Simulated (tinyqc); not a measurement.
What each parameter does: two-band massive Dirac model of the K valleys.

Basis (conduction, valence): H = [[D/2, a t (tau kx - i ky)], [a t (tau kx + i ky), -D/2 + lam tau sz]], valley tau = +/-1, spin sz = +/-1. The gap of a spin and valley is G = D - lam tau sz. Berry curvature Omega = curl of i<u|grad u>; for the conduction band Omega_c = -tau 2 a^2 t^2 G/(G^2 + 4 a^2 t^2 k^2)^(3/2), and Omega_v = -Omega_c.

Constants: hbar^2/2m0 = 3.80998211 eV angstrom^2.

Parameters, chosen for this exercise (near those used for monolayer WS2; shifted at random, so the results belong to these values and not to a real crystal): a = 3.194 angstrom (lattice constant); D = 1.78 eV (gap parameter); t = 1.46 eV (effective hopping); lam = 0.246 eV (half the valence spin splitting).

Flavour tau = sz = +1 at k = 0: gap G, mass c G/(a t)^2 with c = hbar^2/2m0, Omega_c, and the B - A splitting 2 lam.

One parameter was then changed.

Results before and after:

| case | G (eV) | mass (m0) | Omega_c (angstrom^2) | B - A (eV) |
|---|---|---|---|---|
| base | 1.5340 | 0.2688 | -18.482 | 0.4920 |
| changed | 1.5340 | 0.3318 | -14.971 | 0.4920 |

Which of these changes was made? (a) a = 3.2579 angstrom; (b) t = 1.314 eV; (c) lam = 0.369 eV; (d) D = 1.602 eV.

Answer: (b) t = 1.314 eV. Of the candidates, run in turn, only this one gives the changed row.

All candidates:

| case | G (eV) | mass (m0) | Omega_c (angstrom^2) | B - A (eV) |
|---|---|---|---|---|
| base | 1.5340 | 0.2688 | -18.482 | 0.4920 |
| a = 3.2579 angstrom | 1.5340 | 0.2583 | -19.229 | 0.4920 |
| D = 1.602 eV | 1.3560 | 0.2376 | -23.653 | 0.4920 |
| t = 1.314 eV | 1.5340 | 0.3318 | -14.971 | 0.4920 |
| lam = 0.369 eV | 1.4110 | 0.2472 | -21.845 | 0.7380 |

The mass goes as G/(a t)^2 and the curvature as (a t)^2/G^2, so their product is -2c/G.

(tinyqc, `OMP_NUM_THREADS=1 python tinyqc.py 1451510 1451511 out.jsonl`, Intel(R) Xeon(R) Processor @ 2.30GHz, 1 thread, shared host, about 0.01 s.)
